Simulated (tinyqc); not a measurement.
Binding against well width: donor or exciton in a quantum well (variational effective-mass method). Computed by tinyqc, a small Python program. Command: `OMP_NUM_THREADS=1 python tinyqc.py 3010518 3010519 out.jsonl welldonor walk`. One thread of a shared host (Intel(R) Xeon(R) Processor @ 2.30GHz), about 0.1 s of CPU time with the checks.

H = -nabla^2 - 2/|r - r_i| + V(z) in effective units; trial function psi = f(z) exp(-|r - r_i|/lambda), f the ground state of the well. Mass and screening are the same in well and barrier; l = L/a* is the width in effective units. Bands are flat: no polarisation or applied field.

Inputs (values chosen for the exercise, modelled on CdS): electron mass m = 0.205 m_0; dielectric constant eps = 8.81; well width L = 1.5 nm; donor position z_i/L from the centre = 0.2; barrier height V_0 = 0.41 eV.

Centre: donor. Barriers: finite.

Constants: Ry = 13.605693123 eV; a_0 = 0.529177210903 angstrom.

Method:
- Ry* = Ry m/eps^2, a* = a_0 eps/m; l = L/a*.
- k solves k tan(k l/2) = sqrt(v - k^2), v = V_0/Ry*, 0 < k l/2 < pi/2 (bisection); f = cos(k z) inside and cos(k l/2) exp(-kappa (|z| - l/2)) outside, kappa = sqrt(v - k^2); subband energy k^2 Ry*.
- Binding E_b(lambda) = -1/lambda^2 + 4 A/(lambda B), with A = int f^2 exp(-2 s/lambda) dz, B = int f^2 exp(-2 s/lambda)(1 + 2 s/lambda) dz and s = |z - z_i|; 40 Gauss-Legendre points on each piece between the walls at z = -l/2 and l/2 and z_i, and out to 12/(kappa + 1/lambda) beyond the walls.
- Each row maximises over lambda (golden section, 0.3 to 4).

a* = 2.27417 nm

Ry* = 35.9354 meV

Against width:
```
L (nm)  lambda (a*)  binding (Ry*)  binding (meV)
0.83         0.8840         1.8707         67.226
1.50         0.8988         1.8745         67.360
2.70         0.9591         1.6902         60.738
4.80         1.0281         1.4389         51.708
```

What follows from these numbers?

The binding peaks at 1.874 Ry* near L = 1.5 nm: in narrower wells the envelope leaks into the barriers and returns towards three dimensions. In the widest well it is 1.439 Ry*. Rows under about 2 nm are a few atomic layers, where the envelope model is only a guide. Caution: so narrow a well has large confinement energy, where non-parabolicity and barrier penetration matter.

Extremes, crossings and ranges named in words are read from the listed rows.
